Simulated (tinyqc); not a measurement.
Coverage and depolarisation: effective work function and flat-band voltage of a metal/high-k/SiO2/Si stack with a dipole layer.

Constants: e^2/(4 pi eps0) = 14.39964547 eV angstrom.

Parameters, chosen for this exercise (a stack on Si capped with a titanium-like oxide; not measured data):
- qd = 0.43 e (charge of a dipole)
- dd = 1.5 angstrom (its length)
- ed = 8.9 (dielectric constant in the dipole layer)
- al = 1.8 angstrom^3 (polarisability volume of a dipole)

Size of the step: linear D0 = 4 pi e2 N qd dd/ed, and D0/(1 + 9 al N^(3/2)), N in angstrom^-2, a Topping factor applied on top of ed as a model choice.

Results:
```
N (cm^-2)  D0 (eV)  9 al N^(3/2)  D (eV)
2.0e+13     0.0262        0.0014  0.0262
5.0e+13     0.0656        0.0057  0.0652
1.0e+14     0.1311        0.0162  0.1290
2.0e+14     0.2623        0.0458  0.2508
4.0e+14     0.5246        0.1296  0.4644
7.0e+14     0.9180        0.3000  0.7061
1.0e+15     1.3114        0.5123  0.8672
```

Depolarisation takes off 1.6 % at 1e14 and 23 % at 7e14 cm^-2. D would peak at N = (2/(9 al))^(2/3) = 2.5e+15 cm^-2, beyond the table.

(tinyqc, `OMP_NUM_THREADS=1 python tinyqc.py 1850255 1850256 out.jsonl`, Intel(R) Xeon(R) Processor @ 2.30GHz, 1 thread, shared host, about 0.01 s.)
